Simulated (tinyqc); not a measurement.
Vertical double-diffused power MOSFET, components of the on-resistance: one step of the calculation.

Stripe cells of pitch Wp + a, two channels a cell. Current flows through the channels, spreads in the accumulation layer, passes the gap between the p bodies and spreads at 45 degrees into the drift layer below them. Low drain voltage, full ionisation.

Task. Drift layer. Triangular field at breakdown with Ec = Kc N^(1/8): BV = eps0 eps_r Ec^2/(2 q N), so N = (eps0 eps_r Kc^2/(2 q BV))^(4/3); W = 2 BV/Ec; mu = mud (T/300 K)^(-bt); rho = 1/(q mu N); ideal resistance rho W.

Values chosen for this exercise; bulk values close to those of gallium nitride:
- T = 450 K (temperature)
- eps_r = 9.52 (relative permittivity)
- Kc = 26500 V/cm per (cm^-3)^(1/8) (critical-field constant)
- BV = 3300 V (rated breakdown voltage of the drift layer)
- mud = 883 cm^2/(V s) (drift mobility at 300 K)
- bt = 2.6 (temperature exponent of the drift mobility)

Constants: q = 1.602176634e-19 C, eps0 = 8.8541878128e-14 F/cm where lengths are in cm. Results are converted to the units shown.

Wanted: N; Ec; W; mu; rho; ideal resistance.

Result.

N = 4.6135e15 cm^-3
Ec = 2.4057 MV/cm
W = 27.434 um
mu = 307.70 cm^2/(V s)
rho = 4.3968 ohm cm
ideal resistance = 12.062 mohm cm^2

Computed by the program tinyqc: `OMP_NUM_THREADS=1 python tinyqc.py 2230046 2230047 out.jsonl`, one thread of a shared Intel Xeon 2.30GHz, about 0.01 s for the whole run.
